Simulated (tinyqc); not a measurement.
Two-valley model of the transferred-electron effect: one step, computed by the program tinyqc. Command: `OMP_NUM_THREADS=1 python tinyqc.py 3025691 3025692 out.jsonl gunn walk`. One thread of a shared host (Intel(R) Xeon(R) Processor @ 2.30GHz), about 0.01 s of CPU time with the checks.

Both kinds of valley share one electron temperature T_e, and each has a constant mobility.

Problem. Equilibrium. Density-of-states ratio R = Z (m2/m1)^(3/2); n2/n1 = R exp(-dE/(k_B T_e)); mean mobility mu = (mu1 + mu2 n2/n1)/(1 + n2/n1); energy balance e mu F^2 = (3/2) k_B (T_e - T)/tau_E; v = mu F.

Inputs (values chosen for the exercise, modelled on GaSb): central-valley mass m1 = 0.041 m_0; satellite-valley mass m2 = 0.21 m_0; satellite valleys Z = 4; valley separation dE = 0.083 eV; central-valley mobility mu1 = 5200 cm^2/(V s); satellite-valley mobility mu2 = 510 cm^2/(V s); lattice temperature T = 300 K.

Solver: damped fixed point.

Constants: k_B = 8.617333262e-05 eV/K.

Give: R; n2/n1 without field; low-field mobility.

Solution.

R = 46.37

n2/n1 without field = 1.870

low-field mobility = 2144 cm^2/(V s)

dE is 3.2 k_B T, so part of the electrons sit in the satellites even without field.
